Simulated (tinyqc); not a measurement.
MOSFET in the linear regime without short-channel effects, parameter extraction from computed curves: one step of the calculation.

Inversion charge Q = Cox n Vt W0(exp((Vg - VT)/(n Vt))), W0 the Lambert function and n = nf; u = Q/Cox; mobility mu = mu0/(1 + th1 u + th2 u^2); channel resistance Rch = (L - dL)/(W mu Q); Id = Vd/(Rch + Rsd/W). Cox = eps0 eox/tox. Small Vd, no channel-length or drain effects.

Question. The Y function. Y_i = Id_i/sqrt(gm_i). For Id = beta Vd x/(1 + th x), x = Vg - VT, Y = sqrt(beta Vd) x whatever th. Slope s from points 5 and 8; VT_Y = Vg - Y/s at point 8; beta = s^2/Vd; mobility beta L/(W Cox) with the drawn L; th* = (beta Vd x/Id - 1)/x at point 8.

Parameters, values chosen for the exercise; channel values of the order met in silicon transistors: relative permittivity of the gate insulator (close to hafnium oxide) eox = 21.8; insulator thickness tox = 14 nm; low-field mobility mu0 = 150 cm^2/(V s); second mobility attenuation factor th2 = 0 1/V^2; gate width W = 1 um; drawn gate length L = 0.46 um; drawn less effective length dL = 0.003 um; drain voltage Vd = 0.025 V.

Constants: eps0 = 8.8541878128e-14 F/cm where lengths are in cm. Results are converted to the units shown.

```
point,Vg (V),Id (uA)
0,0.29,0.0044481286
1,0.39,0.042563879
2,0.49,0.27022122
3,0.59,0.81749654
4,0.69,1.5268083
5,0.79,2.2657707
6,0.89,2.9832649
7,0.99,3.6616860
8,1.09,4.2960917
9,1.19,4.8865992
```

```
point,gm (uS)
1,1.3288654
2,3.8746633
3,6.2829354
4,7.2413706
5,7.2822829
6,6.9795768
7,6.5641342
8,6.1245659
```

Wanted: Y; s; VT_Y; beta; mobility from Y; th*.

Answer.

```
point,Y (uA^0.5 V^0.5)
1,0.03692
2,0.1373
3,0.3261
4,0.5674
5,0.8396
6,1.129
7,1.429
8,1.736
```

s = 2.988 uA^0.5 V^-0.5
VT_Y = 0.5090 V
beta = 357.1 uA/V^2
mobility from Y = 119.1 cm^2/(V s)
th* = 0.3567 1/V

The mobility from Y is 21 % below mu0 L/(L - dL) = 151 cm^2/(V s), which it should reach in deep inversion when th2 = 0.

Numbers from tinyqc (`OMP_NUM_THREADS=1 python tinyqc.py 2210029 2210030 out.jsonl`; about 0.01 s on one thread of a shared Intel Xeon 2.30GHz).
